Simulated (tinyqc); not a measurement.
## On-chip interconnect, size-dependent resistivity and RC delay: two metals against line width

A rectangular line between two neighbours and two ground planes. Surface and grain-boundary scattering are added to the bulk resistivity as corrections; capacitances are parallel-plate values without fringing; inductance is ignored.

Metal width x = wd - 2 tl, height y = AR wd - tl; grain boundaries (Mayadas-Shatzkes): al = (lam/(gr x)) Rg/(1 - Rg), g = 1/[1 - 3 al/2 + 3 al^2 - 3 al^3 ln(1 + 1/al)] - 1; surfaces (Fuchs-Sondheimer, thick limit): s = (3/8) lam (1 - ps)(1/x + 1/y); rho = rho0 (1 + g + s); r = rho/(x y). The second metal has rho2, lam2 and tl2 in place of rho0, lam and tl; ps, Rg, gr and AR are shared.

Parameters, values chosen for the exercise; metal values close to those of copper: bulk resistivity rho0 = 1.66 uohm cm; bulk mean free path lam = 40.4 nm; specular share of surface scattering ps = 0; reflection coefficient of grain boundaries Rg = 0.2; grain size over the metal width gr = 1.5; aspect ratio, height over width AR = 2; liner on both walls and the bottom, not conducting tl = 2.1 nm; space to the neighbouring lines sp = 30 nm; dielectric height to the planes above and below hd = 34 nm; relative permittivity of the dielectric ek = 3.9; Miller factor of the neighbours Mf = 2; bulk resistivity of the second metal (close to cobalt) rho2 = 6.21 uohm cm; mean free path of the second metal lam2 = 11.6 nm; liner of the second metal tl2 = 0.4 nm.

Constants: eps0 = 8.8541878128e-12 F/m. Results are converted to the units shown.

Result of one run:

| wd (nm) | rho, first (uohm cm) | rho, second (uohm cm) | r, first (ohm/um) | r, second (ohm/um) | ratio second/first |
|---|---|---|---|---|---|
| 30 | 3.6866 | 8.1919 | 24.679 | 47.071 | 1.9073 |

What becomes of these results when the drawn line width wd is changed from 30 to 10 nm, all else the same?

Result of the changed run:

| wd (nm) | rho, first (uohm cm) | rho, second (uohm cm) | r, first (ohm/um) | r, second (ohm/um) | ratio second/first |
|---|---|---|---|---|---|
| 10 | 10.048 | 12.395 | 967.80 | 687.38 | 0.71025 |

The whole series:

| wd (nm) | rho, first (uohm cm) | rho, second (uohm cm) | r, first (ohm/um) | r, second (ohm/um) | ratio second/first |
|---|---|---|---|---|---|
| 6.5 | 21.475 | 16.075 | 8566.1 | 2238.2 | 0.26129 |
| 8 | 14.095 | 14.069 | 2668.5 | 1252.5 | 0.46938 |
| 10 | 10.048 | 12.395 | 967.80 | 687.38 | 0.71025 |
| 13 | 7.3309 | 10.900 | 348.56 | 348.99 | 1.0012 |
| 17 | 5.6351 | 9.7576 | 138.01 | 179.26 | 1.2989 |
| 22 | 4.5595 | 8.9305 | 61.134 | 96.617 | 1.5804 |
| 30 | 3.6866 | 8.1919 | 24.679 | 47.071 | 1.9073 |
| 45 | 2.9575 | 7.5237 | 8.2465 | 18.998 | 2.3037 |
| 70 | 2.4720 | 7.0513 | 2.7243 | 7.2992 | 2.6793 |
| 120 | 2.1249 | 6.6994 | 0.77131 | 2.3457 | 3.0412 |

The resistivity of the first metal falls from 21.5 to 2.12 uohm cm and that of the second goes from 16.1 to 6.70 uohm cm as the line widens. The products rho0 lam, which set the size effect, are 67.1 and 72.0 uohm cm nm. The two resistances cross at wd = 13.0 nm: below it the second metal gives the lower line resistance. For widths well under the mean free path the thick-limit surface term is only a guide.

Range of the model: The metal width is under the mean free path, where the thick-limit surface term and the simple sum of corrections lose accuracy.

Program tinyqc, `OMP_NUM_THREADS=1 python tinyqc.py 2100033 2100034 out.jsonl`; Intel Xeon 2.30GHz, shared host, one thread, about 0.01 s.
